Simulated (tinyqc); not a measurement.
# Undoped symmetric double-gate MOSFET, analytic potential model: several studies

An undoped body of thickness ts between two equal insulators and tied gates; long channel, electrons only, n = ni exp((psi - V)/Vt) with V the quasi-Fermi potential (0 at the source, Vd at the drain), constant mobility, no quantisation. Across the body psi(x) = V - 2 Vt ln[(ts/(2 beta)) sqrt(q ni/(2 eps0 eps_r Vt)) cos(2 beta x/ts)], x from the centre. Q is the electron charge per area of the whole body.

Parameters, values chosen for the exercise; material values close to those of germanium:
- T = 300 K (temperature)
- Eg = 0.659 eV (band gap)
- eps_r = 15.7 (relative permittivity of the semiconductor)
- Nc = 1.06e19 cm^-3 (conduction-band density of states at T)
- Nv = 6.1e18 cm^-3 (valence-band density of states at T)
- eox = 24.6 (relative permittivity of the gate insulator)
- tox = 7.7 nm (insulator thickness)
- ts = 25 nm (body thickness)
- dphi = -0.17 V (gate work function less that of the intrinsic body)
- mu = 120 cm^2/(V s) (channel mobility)
- L = 0.1 um (gate length)
- Vd = 0.8 V (drain voltage)

Constants: q = 1.602176634e-19 C, kB = 1.380649e-23 J/K, Vt = kB T/q, eps0 = 8.8541878128e-14 F/cm where lengths are in cm. Results are converted to the units shown.

Each table varies one quantity; the others keep the values above.

## Transfer curve and volume inversion

ni = sqrt(Nc Nv) exp(-Eg/(2 Vt)), Eg in volts; r = eps_r tox/(eox ts); V0 = dphi + 2 Vt ln[(2/ts) sqrt(2 eps0 eps_r Vt/(q ni))]. beta (between 0 and pi/2) solves (Vg - V0 - V)/(2 Vt) = ln(beta) - ln(cos beta) + 2 r beta tan(beta). Q = 8 eps0 eps_r Vt beta tan(beta)/ts; I = mu (1/L)(4 eps0 eps_r/ts)(2 Vt)^2 [g(beta_s) - g(beta_d)] per width, g = beta tan(beta) - beta^2/2 + r beta^2 tan^2(beta), with beta_s at V = 0 and beta_d at V = Vd. The drop is psi(surface) - psi(centre) at the source end; C = dQs/dVg, Cg = 2 eps0 eox/tox; gm = dI/dVg.

Transfer curve and volume inversion:
```
Vg (V)  Qs (nC/cm^2)  drop (mV)       C/Cg  I (uA/um)  gm/I (1/V)
-0.23      9.2183e-4  2.0723e-4  6.3027e-6  2.8598e-5      38.682
-0.08        0.30400   0.068311  0.0020706  0.0094490      38.608
0.07          53.054     11.066    0.22393     2.1690      29.352
0.22          429.03     59.362    0.61481     40.584      12.686
0.37          1032.7     96.191    0.78304     170.03      7.2882
0.52          1732.2     120.44    0.85663     417.93      4.9735
0.67          2476.9     137.84    0.89481     796.26      3.7327
0.82          3246.6     151.24    0.91756     1310.7      2.9610
0.97          4032.0     162.07    0.93248     1946.2      2.3206
```

Read the table: what changes, and by how much?

The current rises from 2.86e-5 to 1950 uA/um. In the first row gm/I is 38.7 1/V, within 0.01 % of 1/Vt: with no depletion charge the whole body follows the gate, and the swing is ideal. The drop between surface and centre goes from 2.1e-4 to 162 mV and passes Vt at Vg = 0.22 V among the rows; below that the density varies across the body by less than a factor of e (volume inversion). C reaches 0.93 of Cg in the last row. For Vg = 0.22 to 0.97 V the surface density at the source passes 0.3 Nc, where Boltzmann statistics fail. For Vg = 0.37 to 0.97 V mu V/L, with V the smaller of Vd and Vg - V0, passes 3e6 cm/s, so velocity saturation would lower the current. In every row L is under three scale lengths of this cross-section, so short-channel effects, left out here, would raise the subthreshold current.

## Effect of the body thickness

Q = 8 eps0 eps_r Vt beta tan(beta)/ts; I = mu (1/L)(4 eps0 eps_r/ts)(2 Vt)^2 [g(beta_s) - g(beta_d)] per width, g = beta tan(beta) - beta^2/2 + r beta^2 tan^2(beta), with beta_s at V = 0 and beta_d at V = Vd.  I(low) is taken at Vg = -0.18 V, Qs and I(high) at Vg = 0.57 V.

Effect of the body thickness:
```
ts (nm)   V0 (V)  I(low) (nA/um)  Qs(high) (nC/cm^2)  I(high) (uA/um)
8.3       0.1304         0.06568                1971            514.9
12        0.1113         0.09496                1974            521.1
16       0.09642          0.1266                1975            524.9
23       0.07766          0.1820                1977            528.5
32       0.06059          0.2532                1977            530.9
45       0.04296          0.3561                1977            532.8
62       0.02639          0.4905                1977            534.0
```

What does the table show?

As ts goes from 8.3 to 62 nm, I(low) rises from 0.0657 to 0.491 nA/um and I(high) rises from 515 to 534 uA/um. On average I(low) goes as ts^(1.00) and I(high) goes as ts^(0.02). Below threshold the charge is proportional to the cross-section of the body; above it the insulator sets the charge. In every row the surface density at the source at the higher gate voltage passes 0.3 Nc, where Boltzmann statistics fail. In every row mu V/L at the higher gate voltage, with V the smaller of Vd and Vg - V0, passes 3e6 cm/s, so velocity saturation would lower the current. For ts = 23 to 62 nm L is under three scale lengths of this cross-section, so short-channel effects, left out here, would raise the subthreshold current.

## Effect of the gate work function less that of the intrinsic body

Same model as above.

Results:
```
dphi (V)    V0 (V)  I(low) (nA/um)  Qs(high) (nC/cm^2)  I(high) (uA/um)
-0.32     -0.07665           64.64                2731            952.5
-0.22      0.02335           1.368                2225            655.2
-0.17      0.07335          0.1978                1977            529.2
-0.12       0.1233         0.02860                1732            417.9
-0.07       0.1733        0.004134                1492            321.2
-0.02       0.2233        5.976e-4                1259            238.7
```

Estimate the missing row, dphi = -0.27 V.

Computed row:
```
dphi (V)    V0 (V)  I(low) (nA/um)  Qs(high) (nC/cm^2)  I(high) (uA/um)
-0.27     -0.02665           9.449                2477            796.3
```

With this row back in the table: As dphi goes from -0.32 to -0.02 V, I(low) falls from 64.6 to 5.98e-4 nA/um and I(high) falls from 952 to 239 uA/um. V0 rises from -0.0767 to 0.223 V. In every row the surface density at the source at the higher gate voltage passes 0.3 Nc, where Boltzmann statistics fail. In every row mu V/L at the higher gate voltage, with V the smaller of Vd and Vg - V0, passes 3e6 cm/s, so velocity saturation would lower the current. In every row L is under three scale lengths of this cross-section, so short-channel effects, left out here, would raise the subthreshold current.

Computed by the program tinyqc: `OMP_NUM_THREADS=1 python tinyqc.py 2440022 2440023 out.jsonl`, one thread of a shared Intel Xeon 2.30GHz, about 0.01 s for the whole run.
